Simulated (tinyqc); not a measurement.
What an interlayer buys: scattering of inversion-layer electrons by surface optical phonons of the gate insulator (remote phonon scattering). Computed by tinyqc, a small Python program. Command: `OMP_NUM_THREADS=1 python tinyqc.py 3113098 3113099 out.jsonl sophonon walk`. One thread of a shared host (Intel(R) Xeon(R) Processor @ 2.30GHz), about 0.02 s of CPU time with the checks.

One subband with the Fang-Howard envelope; insulator and channel are half-spaces, the gate is far away, and an interlayer only moves the polar surface away by t (its own modes and its permittivity contrast are left out).

Inputs (values chosen for the exercise, modelled on HfO2 on germanium):

| quantity | value | unit |
|---|---|---|
| static constant of the insulator eps_0s | 21.6 | - |
| intermediate constant eps_i | 6.59 | - |
| optical constant eps_inf | 5.01 | - |
| hbar omega_TO1 | 12.5 | meV |
| hbar omega_TO2 | 47 | meV |
| constant of the channel eps_s | 16.2 | - |
| in-plane mass m | 0.117 | m_0 |
| valleys g_v | 4 | - |
| sheet density n | 3.4e+12 | 1/cm^2 |
| mean distance of the electrons z0 = 3/b | 2.4 | nm |
| interlayer thickness t | 0 | nm |
| temperature T | 200 | K |
| mobility from other processes | 520 | cm^2/(V s) |

Screening by the channel electrons: static.

Constants: k_B = 8.617333262e-05 eV/K; hbar^2/(2 m_0) = 3.80998212 eV angstrom^2; e^2/(4 pi eps_0) = 14.39964548 eV angstrom; hbar = 6.582119569e-16 eV s; e = 1.602176634e-19 C; m_0 = 9.1093837015e-31 kg.

Method:
- eps(w) = eps_inf + (eps_0s - eps_i) w1^2/(w1^2 - w^2) + (eps_i - eps_inf) w2^2/(w2^2 - w^2). Surface modes solve eps(w) + eps_s = 0, a quadratic in w^2; the strength of a mode is g = 2/(w d eps/dw).
- Occupation N = 1/(exp(hbar w/(k_B T)) - 1).
- Density of states D = g_v m/(pi hbar^2); eta = E_F/(k_B T) = ln(exp(n/(D k_B T)) - 1); screening wave number q_s = e^2 D/(2 eps_0 eps_avg) x 1/(1 + exp(-eta)), eps_avg = (eps_s + eps_inf)/2; b = 3/z0.
- For a mode of strength g, without the occupation factor, Area x |M(q)|^2 = e^2 hbar w g/(2 eps_0 q) x (b/(b + q))^6 exp(-2 q t) / (1 + (q_s/q) H(q))^2, H = (1 + 9 x/8 + 3 x^2/8)/(1 + x)^3, x = q/b.
- Approximate momentum relaxation rate, taking tau v alike in the initial and final states: 1/tau = (m/(2 pi hbar^3)) sum over modes and over absorption (N, E' = E + hbar w) and emission (N + 1, E' = E - hbar w > 0) of [(1 - f(E'))/(1 - f(E))] int_0^(2 pi) Area |M(q)|^2 (1 - cos theta) d theta, q^2 = k^2 + k'^2 - 2 k k' cos theta, f the Fermi function; 48 midpoints in theta from 0 to pi.
- mu = (e/m) int tau E f (1 - f) dE/(k_B T int f dE), by 300 midpoints from 0 to (max(eta, 0) + 14) k_B T; Matthiessen sum with the other processes.

hbar omega_SO (meV): 1 16.0693, 2 48.8073

strengths g: 1 0.0171009, 2 0.0035917

occupations N: 1 0.649114, 2 0.062585

b = 1.25 1/nm

q_s = 1.05986 1/nm

eta = 0.555679

Against the interlayer thickness:

| t (nm) | remote-phonon mobility (cm^2/(V s)) | total (cm^2/(V s)) |
|---|---|---|
| 0.0 | 2.7393e+04 | 510.31 |
| 0.3 | 3.8122e+04 | 513.00 |
| 0.6 | 5.2855e+04 | 514.93 |
| 1.0 | 8.0990e+04 | 516.68 |
| 1.5 | 1.3540e+05 | 518.01 |
| 2.0 | 2.2040e+05 | 518.78 |
| 3.0 | 5.3447e+05 | 519.49 |

What does the comparison show, and why?

1 nm of interlayer raises the remote-phonon mobility by a factor 2.96, as exp(2 q t) with an effective q of 0.54 per nm; between 2 and 3 nm the effective q is 0.44. The total goes from 510 to 517 over the first nanometre.

Extremes, crossings and ranges named in words are read from the listed rows.
